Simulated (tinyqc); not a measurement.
# ESD clamp with bipolar snapback, compact model and design window: effects of single changes

The drain junction multiplies the current that enters it: Igen = (M - 1)(Ic + I0), M = 1/(1 - (Vj/BV)^n). The generated holes leave through the substrate resistance and the base of the parasitic npn: Igen = Vb/Rb + Ic/be, Ic = Is exp(Vb/Vt). Terminal current I = Ic + I0 + Igen and voltage V = Vj + I Ro, per width. Isothermal, constant gain.

Inputs (values chosen for the exercise); values close to those of grounded-gate n-channel clamps: temperature T = 300 K; junction breakdown voltage BV = 9.1 V; exponent of the multiplication n = 2.6; current gain of the parasitic npn be = 8.3; saturation current Is = 2.8e-17 A/um; junction leakage I0 = 8.4e-12 A/um; substrate resistance Rb = 39000 ohm um; drain ballast and contact resistance Ro = 160 ohm um; failure current for 100 ns It2 = 4.8 mA/um.

Constants: q = 1.602176634e-19 C, kB = 1.380649e-23 J/K, Vt = kB T/q. Results are converted to the units shown.

Each table varies one quantity; the others keep the values above.

## Effect of the drain ballast and contact resistance

For given Vb: Ic, Igen, M = 1 + Igen/(Ic + I0), Vj = BV (1 - 1/M)^(1/n), I and V. Vt1 is the maximum of V along the curve, Vh the following minimum, Vt2 the voltage at I = It2. It1 and Ih are the currents at Vt1 and Vh.

Result of one run:

| Ro (ohm um) | Vt1 (V) | It1 (uA/um) | Vh (V) | Ih (uA/um) | Vt2 (V) | Vt2 - Vt1 (V) |
|---|---|---|---|---|---|---|
| 280 | 9.103 | 11.23 | 4.378 | 885.0 | 5.259 | -3.844 |

What becomes of these results when the drain ballast and contact resistance Ro is changed from 280 to 30 ohm um, all else the same?

Result of the changed run:

| Ro (ohm um) | Vt1 (V) | It1 (uA/um) | Vh (V) | Ih (uA/um) | Vt2 (V) | Vt2 - Vt1 (V) |
|---|---|---|---|---|---|---|
| 30 | 9.100 | 9.658 | 4.036 | 2858 | 4.059 | -5.042 |

The whole series:

| Ro (ohm um) | Vt1 (V) | It1 (uA/um) | Vh (V) | Ih (uA/um) | Vt2 (V) | Vt2 - Vt1 (V) |
|---|---|---|---|---|---|---|
| 30 | 9.100 | 9.658 | 4.036 | 2858 | 4.059 | -5.042 |
| 52 | 9.100 | 10.04 | 4.090 | 2148 | 4.164 | -4.936 |
| 92 | 9.101 | 10.44 | 4.163 | 1595 | 4.356 | -4.745 |
| 160 | 9.102 | 10.83 | 4.256 | 1192 | 4.683 | -4.419 |
| 280 | 9.103 | 11.23 | 4.378 | 885.0 | 5.259 | -3.844 |
| 490 | 9.105 | 11.62 | 4.536 | 654.7 | 6.267 | -2.839 |
| 860 | 9.110 | 12.02 | 4.742 | 481.1 | 8.043 | -1.067 |
| 1500 | 9.118 | 12.41 | 5.003 | 352.7 | 11.11 | 1.997 |

As Ro goes from 30 to 1500 ohm um, Vt1 stays near 9.10 V, It1 rises from 9.66 to 12.4 uA/um, Vh rises from 4.04 to 5.00 V and Vt2 rises from 4.06 to 11.1 V. Vt2 exceeds Vt1, the condition for all fingers to turn on, in 1 of the 8 rows. Ballast buys uniform turn-on with a higher clamping voltage.

## Effect of the exponent of the multiplication

Same model as above.

Result of one run:

| n | Vt1 (V) | It1 (uA/um) | Vh (V) | Ih (uA/um) | Vt2 (V) | Vt2 - Vt1 (V) |
|---|---|---|---|---|---|---|
| 4.5 | 9.102 | 11.22 | 5.901 | 1066 | 6.357 | -2.744 |

What becomes of these results when the exponent of the multiplication n is changed from 4.5 to 2, all else the same?

Result of the changed run:

| n | Vt1 (V) | It1 (uA/um) | Vh (V) | Ih (uA/um) | Vt2 (V) | Vt2 - Vt1 (V) |
|---|---|---|---|---|---|---|
| 2 | 9.102 | 10.65 | 3.383 | 1205 | 3.807 | -5.294 |

The whole series:

| n | Vt1 (V) | It1 (uA/um) | Vh (V) | Ih (uA/um) | Vt2 (V) | Vt2 - Vt1 (V) |
|---|---|---|---|---|---|---|
| 2 | 9.102 | 10.65 | 3.383 | 1205 | 3.807 | -5.294 |
| 2.5 | 9.102 | 10.81 | 4.127 | 1196 | 4.553 | -4.549 |
| 3 | 9.102 | 10.93 | 4.717 | 1169 | 5.149 | -3.953 |
| 3.5 | 9.102 | 11.04 | 5.191 | 1136 | 5.631 | -3.471 |
| 4 | 9.102 | 11.14 | 5.579 | 1101 | 6.027 | -3.075 |
| 4.5 | 9.102 | 11.22 | 5.901 | 1066 | 6.357 | -2.744 |
| 5 | 9.102 | 11.29 | 6.172 | 1033 | 6.637 | -2.465 |
| 5.5 | 9.102 | 11.36 | 6.403 | 1001 | 6.875 | -2.226 |
| 6 | 9.102 | 11.42 | 6.602 | 971.3 | 7.082 | -2.020 |

As n goes from 2 to 6, Vt1 stays near 9.10 V, It1 rises from 10.6 to 11.4 uA/um, Vh rises from 3.38 to 6.60 V and Vt2 rises from 3.81 to 7.08 V. Vt2 exceeds Vt1, the condition for all fingers to turn on, in 0 of the 9 rows.

## Effect of the current gain of the parasitic npn

Same model as above.

The same in every row: Vt1 (V) = 9.102.

Effect of the current gain of the parasitic npn:

| be | It1 (uA/um) | Vh (V) | Ih (uA/um) | Vt2 (V) | Vt2 - Vt1 (V) |
|---|---|---|---|---|---|
| 1 | 10.83 | 7.154 | 560.2 | 7.750 | -1.351 |
| 1.7 | 10.83 | 6.438 | 691.9 | 6.997 | -2.105 |
| 2.9 | 10.83 | 5.669 | 842.3 | 6.186 | -2.915 |
| 4.9 | 10.83 | 4.931 | 1008 | 5.405 | -3.697 |
| 8.2 | 10.83 | 4.270 | 1187 | 4.698 | -4.403 |
| 14 | 10.83 | 3.678 | 1393 | 4.056 | -5.046 |
| 24 | 10.83 | 3.187 | 1617 | 3.513 | -5.588 |
| 40 | 10.83 | 2.816 | 1842 | 3.093 | -6.008 |

Read the table: what changes, and by how much?

As be goes from 1 to 40, Vt1 stays near 9.10 V, It1 stays near 10.8 uA/um, Vh falls from 7.15 to 2.82 V and Vt2 falls from 7.75 to 3.09 V. Vt2 exceeds Vt1, the condition for all fingers to turn on, in 0 of the 8 rows. A higher gain needs less multiplication to hold, so Vh falls.

Numbers from tinyqc (`OMP_NUM_THREADS=1 python tinyqc.py 2670063 2670064 out.jsonl`; about 0.01 s on one thread of a shared Intel Xeon 2.30GHz).
